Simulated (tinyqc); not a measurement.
## Capacitance shares from swing and barrier lowering

Inverse problem. Below threshold the charge is negligible, so the band edge moves as -(aG Vg + aD Vd), aG = CG/CS, aD = CD/CS (CG, CD the capacitances of the barrier top to gate and drain, CS the total), and I goes as exp((aG Vg + aD Vd)/Vt) once Vd is well above Vt. Find aG, aD, CS and CD.

Inputs (values chosen for the exercise): temperature T = 200 K.

Constants: q = 1.602176634e-19 C, kB = 1.380649e-23 J/K, Vt = kB T/q. Results are converted to the units shown.

swing = 46.144519 mV/decade
DIBL = 51.162791 mV/V
CG = 2.0161584 pF/cm

Answer. The swing is Vt ln 10/aG and the DIBL, -dVg/dVd at fixed current, is aD/aG.

aG = 0.860
aD = 0.0440
CS = 2.34 pF/cm
CD = 0.103 pF/cm

tinyqc, about 0.04 s, one thread, Intel Xeon 2.30GHz (shared host): `OMP_NUM_THREADS=1 python tinyqc.py 2400083 2400084 out.jsonl`
